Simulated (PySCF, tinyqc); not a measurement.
CCD on RHF in the sto-6g basis, for H3+, spin multiplicity 1, step by step. The lowest restricted solution is unstable here: a spin-polarised one lies 0.0072 hartree lower (PySCF). One step of it, computed by the program tinyqc.

Task: Orthogonalisation. S = U s U^T; symmetric (Loewdin) form X = U s^(-1/2) U^T, so that X^T S X = 1.

overlap S, lower triangle:
```
          1H 1s     2H 1s     3H 1s
1H 1s  1.000000
2H 1s  0.393497  1.000000
3H 1s  0.393497  0.064546  1.000000
```

Give: eigenvalues of S; X.

Result:

eigenvalues of S: 0.4748  0.9355  1.5897

X, lower triangle:
```
         1H 1s   2H 1s   3H 1s
1H 1s   1.1412
2H 1s  -0.2323  1.0685
3H 1s  -0.2323  0.0346  1.0685
```
